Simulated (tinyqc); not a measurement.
Inside a calculation: quaternary alloy A(x)B(1-x)C(y)D(1-y) matched to a substrate. Values are carried at full precision from step to step, so a last printed digit may differ when a step is redone from the rounded ones.

Matching a(x,y) = a_s gives x = (a_s - y a_BC - (1 - y) a_BD)/(y (a_AC - a_BC) + (1 - y)(a_AD - a_BD)).
Constants: hc = 1239.841984 eV nm.

Values chosen for the exercise (AC, AD, BC, BD near GaAs, GaSb, InAs and InSb; substrate near GaSb; shifted at random, so the results belong to these values and not to a real crystal): a = (5.648, 6.103, 6.059, 6.471) angstrom (lattice constants of AC, AD, BC, BD); a_s = 6.103 angstrom (substrate); y = 0.34 (fraction of C); Eg = (1.5, 0.813, 0.423, 0.234) eV (gaps at Gamma of AC, AD, BC, BD); Cb = (0.417, 0.419, 1.46, 0.649) eV (bowing of ABC, ABD, ACD, BCD); dx = 0.014 (error of x in growth).

## The matched composition

Give numerator, denominator and x.

numerator = -0.22792 angstrom
denominator = -0.38262 angstrom
x = 0.5957

## The gap by rule 1

Q(x,y) = x y Q_AC + x (1 - y) Q_AD + (1 - x) y Q_BC + (1 - x)(1 - y) Q_BD for the lattice constant. Gap, rule 1: Q(x,y) - x (1 - x)[y C_ABC + (1 - y) C_ABD] - y (1 - y)[x C_ACD + (1 - x) C_BCD]. Rule 2 (mean of ternaries): {x (1 - x)[y T_ABC(x) + (1 - y) T_ABD(x)] + y (1 - y)[x T_ACD(y) + (1 - x) T_BCD(y)]}/{x (1 - x) + y (1 - y)}, T_ABC(x) = x E_AC + (1 - x) E_BC - C_ABC x (1 - x), T_ACD(y) = y E_AC + (1 - y) E_AD - C_ACD y (1 - y), and alike. Only the Gamma valley is followed.

Give the four weights, the bilinear part, the two bowing terms, the gap and hc/gap.

weights of AC, AD, BC, BD: 0.2025  0.3932  0.1375  0.2668

bilinear part = 0.7440 eV

bowing terms (eV): 0.1008  0.2540

gap = 0.3892 eV
wavelength = 3185 nm

## The gap by rule 2

Give the four ternary gaps and their weighted mean.

T_ABC, T_ABD, T_ACD, T_BCD (eV): 0.9641  0.4780  0.7190  0.1526

gap = 0.5693 eV

Rule 2 lies 180 meV above rule 1: it averages the two bowing terms where rule 1 adds them. Both agree on the ternary edges.

## An error in composition

Replace x by x + dx; mismatch (a_s - a)/a and change of the relaxed gap by rule 1.

a = 6.0976 angstrom
mismatch = 0.088 %
change of the gap = 9.1 meV

The layer would be under tension; the strain shift of the gap is not included.

## Checks

- Lattice constant at the matched composition against a_s (angstrom): both 6.1030.
- Rule 2 as a mean of ternaries against its form with averaged bowing (eV): both 0.5693.

Run: tinyqc, `OMP_NUM_THREADS=1 python tinyqc.py 1080848 1080849 out.jsonl`; Intel(R) Xeon(R) Processor @ 2.30GHz, one thread, shared host; about 0.01 s of CPU time with all checks.
